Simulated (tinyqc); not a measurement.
Plane-wave Kohn-Sham cycle with exchange-only LDA in a layered model solid, step by step. One step of it, computed by the program tinyqc.

Problem. Iteration 2: levels at that k. Diagonalise the Hermitian matrix.

H (hartree):
```
           -3         -2         -1         +0         +1         +2         +3
-3   2.488839  -0.062299  -0.015371   0.000121   0.000071   0.000011   0.000003
-2  -0.062299   0.946713  -0.062299  -0.015371   0.000121   0.000071   0.000011
-1  -0.015371  -0.062299   0.021437  -0.062299  -0.015371   0.000121   0.000071
+0   0.000121  -0.015371  -0.062299  -0.286988  -0.062299  -0.015371   0.000121
+1   0.000071   0.000121  -0.015371  -0.062299   0.021437  -0.062299  -0.015371
+2   0.000011   0.000071   0.000121  -0.015371  -0.062299   0.946713  -0.062299
+3   0.000003   0.000011   0.000071   0.000121  -0.015371  -0.062299   2.488839
```

Give: eigenvalues.

Solution.

eigenvalues (hartree): -0.3126  0.0272  0.0324  0.9485  0.9487  2.4914  2.4914
